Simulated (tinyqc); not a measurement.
Single-electron transistor, orthodox theory and master equation: one step of the calculation.

A metal island with n extra electrons joins the left lead (voltage V) and the right lead (0 V) by tunnel junctions and couples to a gate. Cs = CL + CR + Cg. Adding electron n + 1 costs mu(n) = [q (n + 1/2) - CL V - Cg Vg]/Cs (in volts); the Fermi levels are -V (left) and 0 (right). A jump that gains the energy W has the rate G(W) = (W/q)/(R [1 - exp(-W/Vt)]), W in volts, Vt = kB T/q. Sequential tunnelling only; I > 0 flows from left to right.

Question. Charging energy and addition levels. q/Cs, the gate period q/Cg, and mu(n) for the transitions kept.

Values chosen for this exercise: capacitance of the left junction CL = 11 aF; capacitance of the right junction CR = 8.7 aF; gate capacitance Cg = 4.3 aF; temperature T = 2.6 K; bias of the left lead V = 3.5 mV; gate voltage Vg = 4.2 mV; lowest charge state kept n0 = -1; highest charge state kept n1 = 1.

Constants: q = 1.602176634e-19 C, kB = 1.380649e-23 J/K, Vt = kB T/q. Results are converted to the units shown.

Give: q/Cs; q/Cg; kB T/(q^2/Cs); mu(n).

Answer.

q/Cs = 6.676 mV
q/Cg = 37.26 mV
kB T/(q^2/Cs) = 0.03356
mu(n), n to n + 1, n -1 to 0 (mV): [-5.695, 0.981]

Range of the model: Cotunnelling, which dominates deep in the blockade, is left out.

Computed by the program tinyqc: `OMP_NUM_THREADS=1 python tinyqc.py 2780104 2780105 out.jsonl`, one thread of a shared Intel Xeon 2.30GHz, about 0.01 s for the whole run.
